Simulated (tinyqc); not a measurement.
Strain: hole subbands of a hard-walled well, four-band Luttinger model.

Hole energies are counted downwards from the unstrained band edge, c = hbar^2/2m0. After the usual block transformation one block is H = [[P + Q - Zs, R - i S], [R + i S, P - Q + Zs]] in (heavy, light), with P +/- Q = c [(g1 +/- g2) k^2 + (g1 -/+ 2 g2) kz^2], R = sqrt(3) c gR k^2, S = 2 sqrt(3) c g3 k kz, kz = -i d/dz; axial approximation gR = (g2 + g3)/2. Zs = b (e_par - e_perp) is the shear part of the strain (the hydrostatic part shifts all levels alike and is left out). Basis sqrt(2/L) sin(n pi z/L), n = 1 to N, for each component: kz^2 gives (n pi/L)^2 and the heavy-light block is R delta_nm - 2 sqrt(3) c g3 k D_nm with D_nm = 4 n m/(L (n^2 - m^2)) for n + m odd, 0 otherwise. The other block has the same levels. The split-off band is left out.

Constants: hbar^2/2m0 = 3.80998211 eV angstrom^2.

Inputs chosen for the exercise (near those of Ge; the results hold for these values, not for the real material): g1 = 13.49 (Luttinger gamma1); g2 = 4.27 (gamma2); g3 = 5.71 (gamma3); L = 70 angstrom (well width along [001]); Zlist = (-0.1648, -0.094, -0.0442, -0.0254, 0, 0.041, 0.1123) eV (shear strain energies (negative: tension in the plane, for b < 0)).

N = 20. dE is the rise of the top subband from k = 0 to k1 = pi/(4L), m1 = c k1^2/dE (dash if dE is not positive), and the heavy weight is taken at k = pi/L.

Top subband:
```
Zs (eV)  HH1 (meV)  LH1 (meV)  dE (meV)  heavy weight  m1 (m0)
-0.1648      202.8        4.3     0.796         0.129    0.603
-0.0940      132.0       75.1    -1.957         0.241        -
-0.0442       82.2      124.9     5.985         0.389    0.080
-0.0254       63.4      143.7     6.394         0.464    0.075
0.0000        38.0      169.1     6.643         0.577    0.072
0.0410        -3.0      210.1     6.893         0.751    0.070
0.1123       -74.3      281.4     7.176         0.904    0.067
```

HH1 and LH1 cross at Zs = -2 c g2 (pi/L)^2 = -0.0655 eV; for more negative Zs the light hole is on top. Among the rows with HH1 on top, m1 goes from 0.080 to 0.067 m0 as the splitting widens from 43 to 356 meV, against the unmixed 1/(g1 + g2) = 0.056: compression lightens the holes here. A dash marks a top subband whose hole energy at k1 lies below that at k = 0: an electron-like (negative) mass. m1 describes the neighbourhood of k = 0 only; where HH1 and LH1 lie close, the band may peak further out.

Computed by tinyqc, a small Python program: `OMP_NUM_THREADS=1 python tinyqc.py 1251659 1251660 out.jsonl` (the numbers bound the seed that draws the inputs); one thread of a shared host (Intel(R) Xeon(R) Processor @ 2.30GHz), about 0.09 s for the whole set of steps.
